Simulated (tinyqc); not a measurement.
Four, six or eight bands for the holes: eight-band Kane k.p model.

Eight-band Kane model, basis S, X, Y, Z times spin, zero of energy at the top of the unstrained valence band, c = hbar^2/2m0. Within each spin: H_SS = Eg + A c k^2, H_SX = i P kx (likewise Y, Z), H_XX = -Dso/3 + L kx^2 + M (ky^2 + kz^2), H_XY = N kx ky, and cyclic. Spin-orbit term (Dso/3) L.sigma on X, Y, Z with (L_k)_ij = -i epsilon_kij: <X+|H|Y+> = -i Dso/3, <X+|H|Z-> = Dso/3, <Y+|H|Z-> = -i Dso/3, <Z+|H|X-> = -Dso/3, <Z+|H|Y-> = i Dso/3, <X-|H|Y-> = i Dso/3, and their conjugates; + and - are the spin along z. Terms from inversion asymmetry are left out, so every level is twofold.

P = sqrt(Ep c); A = 1/me - Ep (Eg + 2 Dso/3)/(Eg (Eg + Dso)) keeps the electron mass; g1' = g1 - Ep/(3 Eg), g2' = g2 - Ep/(6 Eg), g3' = g3 - Ep/(6 Eg) remove the coupling to S that the Luttinger values already hold; L = -c (g1' + 4 g2'), M = -c (g1' - 2 g2'), N = -6 c g3'.

Constants: hbar^2/2m0 = 3.80998211 eV angstrom^2.

Values chosen for the exercise (near those of InAs; the results hold for these values, not for the real material):
```
symbol  value   unit        meaning
Eg      0.394   eV          gap at Gamma to the s-like level
Dso     0.389   eV          spin-orbit splitting
Ep      22.3    eV          Kane energy
me      0.0266  m0          electron mass at Gamma
g1      19.73               Luttinger gamma1
g2      8.42                gamma2
g3      9.18                gamma3
kmax    0.04    1/angstrom  end of the path
```

Unstrained, along [100]. Six bands: the X, Y, Z block alone with the full g1, g2, g3 in L, M, N. Four bands: the same with Dso sent to infinity. HH, LH and SO name the pairs from the top.

Valence levels (eV):
```
|k| (1/angstrom)     HH 4     HH 6     HH 8     LH 4     LH 6     LH 8     SO 6     SO 8
0.0067            -0.0005  -0.0005  -0.0005  -0.0062  -0.0062  -0.0061  -0.3924  -0.3908
0.0133            -0.0020  -0.0020  -0.0020  -0.0248  -0.0241  -0.0231  -0.4031  -0.3961
0.0200            -0.0044  -0.0044  -0.0044  -0.0557  -0.0521  -0.0482  -0.4227  -0.4054
0.0267            -0.0078  -0.0078  -0.0078  -0.0991  -0.0874  -0.0783  -0.4542  -0.4191
0.0333            -0.0122  -0.0122  -0.0122  -0.1548  -0.1255  -0.1107  -0.5018  -0.4378
0.0400            -0.0176  -0.0176  -0.0176  -0.2229  -0.1622  -0.1431  -0.5700  -0.4622
```

At |k| = 0.0400 the heavy holes of the three models span 0.0 meV and the light holes 79.8 meV. The split-off band moves the light hole by +60.7 meV and treating the conduction band exactly moves it by +19.1 meV more; the split-off band matters more here, where the four-band light-hole energy is 0.57 times Dso and 0.57 times Eg.

(tinyqc, `OMP_NUM_THREADS=1 python tinyqc.py 1050979 1050980 out.jsonl`, Intel(R) Xeon(R) Processor @ 2.30GHz, 1 thread, shared host, about 0.1 s.)
